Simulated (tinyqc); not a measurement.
Capacitance measurement on a leaky thin oxide: effects of series resistance and leakage: readings against frequency.

The device is a capacitance C in parallel with a leakage conductance G, in series with Rs and Ls. An impedance meter reports either a parallel pair (Cp, Gp) from Y = 1/Z = Gp + i w Cp or a series pair (Cs, Rm) from Z = Rm + 1/(i w Cs); w = 2 pi f, dissipation D = Gp/(w |Cp|).

EOT = 3.9 tox/eox; CET = EOT + zc + zp; C = 3.9 eps0 A/CET; G = Jg A/Vs. Z = Rs + i w Ls + 1/(G + i w C); CET read from Cp = 3.9 eps0 A/Cp; errors under 0.001 % are printed as 0.

Parameters, values chosen for the exercise; values of the order met in thin-oxide MOS capacitors:
```
symbol   value    unit                                                                 meaning
eox        3.9          relative permittivity of the gate insulator (close to silicon dioxide)
tox        1.1      nm                                                     insulator thickness
A        10000    um^2                                                               gate area
zc         0.6      nm              oxide-equivalent thickness added by the accumulation layer
zp        0.15      nm                      oxide-equivalent thickness added by gate depletion
Jg      0.0082  A/cm^2              gate leakage current density, not matched to the thickness
Vs        0.32       V                               voltage for an e-fold rise of the leakage
Rs         310     ohm                                                       series resistance
Ls           0      nH                                                       series inductance
```

Constants: eps0 = 8.8541878128e-14 F/cm where lengths are in cm. Results are converted to the units shown.

The same in every row: C (pF) = 186.66.

Readings against frequency:

| f (Hz) | Cp (pF) | Cs (pF) | D | error of Cp (%) | error of Cs (%) | CET read from Cp (nm) |
|---|---|---|---|---|---|---|
| 1000 | 186.36 | 1077.8 | 2.1871 | -0.159 | 477 | 1.8529 |
| 3000 | 186.36 | 285.67 | 0.72999 | -0.159 | 53.0 | 1.8529 |
| 10000 | 186.36 | 195.57 | 0.22230 | -0.160 | 4.77 | 1.8530 |
| 30000 | 186.34 | 187.65 | 0.083797 | -0.171 | 0.530 | 1.8532 |
| 1e5 | 186.11 | 186.74 | 0.058223 | -0.290 | 0.0477 | 1.8554 |
| 3e5 | 184.17 | 186.67 | 0.11636 | -1.33 | 5.30e-3 | 1.8749 |
| 1e6 | 164.63 | 186.66 | 0.36575 | -11.8 | 0 | 2.0975 |
| 3e6 | 85.184 | 186.66 | 1.0914 | -54.4 | 0 | 4.0537 |
| 1e7 | 13.127 | 186.66 | 3.6359 | -93.0 | 0 | 26.306 |
| 3e7 | 1.5559 | 186.66 | 10.907 | -99.2 | 0 | 221.93 |

What does the comparison show?

D goes from 2.19 through a minimum of 0.0582 (at f = 1e5 Hz among the rows listed) to 10.9; without inductance its minimum lies at f = sqrt(G (1 + G Rs)/Rs)/(2 pi C) = 77600 Hz. The error of Cp goes from -0.159 to -99.2 % and that of Cs from 477 to 0 %; at low frequency Cp tends to C/(1 + G Rs)^2 and Cs grows as 1 + (G/(w C))^2. One of the two readings is within 2 % of C for f = 1000, 3000, 10000, 30000, 1e5, 3e5, 1e6, 3e6, 1e7, 3e7 Hz. For f = 1000, 3e6, 1e7, 3e7 D exceeds 1, where the accuracy of real meters degrades in proportion to sqrt(1 + D^2).

Numbers from tinyqc (`OMP_NUM_THREADS=1 python tinyqc.py 2022063 2022064 out.jsonl`; about 0.01 s on one thread of a shared Intel Xeon 2.30GHz).
